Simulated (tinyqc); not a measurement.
Worked calculation: extended Hueckel theory, for H4-. The parameters take no account of the charge, which enters only through the electron count, and nothing here shows that the anion is bound. One step of it, computed by the program tinyqc.

Task: Orbitals. Solve H C = S C e through S^(-1/2); fill by pairs from the bottom, a degenerate level sharing its electrons equally; each orbital has its largest coefficient positive (the first on a tie).

H (eV), order 1H 1s, 2H 1s, 3H 1s, 4H 1s:
```
[[-13.600000, -14.967969, -4.860301, -1.369338],
 [-14.967969, -13.600000, -13.722854, -4.860301],
 [-4.860301, -13.722854, -13.600000, -14.967969],
 [-1.369338, -4.860301, -14.967969, -13.600000]]
```

overlap S, order 1H 1s, 2H 1s, 3H 1s, 4H 1s:
```
[[1.000000, 0.628906, 0.204214, 0.057535],
 [0.628906, 1.000000, 0.576591, 0.204214],
 [0.204214, 0.576591, 1.000000, 0.628906],
 [0.057535, 0.204214, 0.628906, 1.000000]]
```

valence electrons = 5

Give: orbital energies; occupations; coefficients; sum of one-electron energies.

Result:

orbital energies (eV): [-19.142, -15.161, -0.851, 31.268]

occupations: [2.000, 2.000, 1.000, 0.000]

coefficients, order 1H 1s, 2H 1s, 3H 1s, 4H 1s:
```
[[0.283, 0.568, 0.854, -0.804],
 [0.385, 0.318, -0.629, 1.433],
 [0.385, -0.318, -0.629, -1.433],
 [0.283, -0.568, 0.854, 0.804]]
```

sum of one-electron energies = -69.455 eV
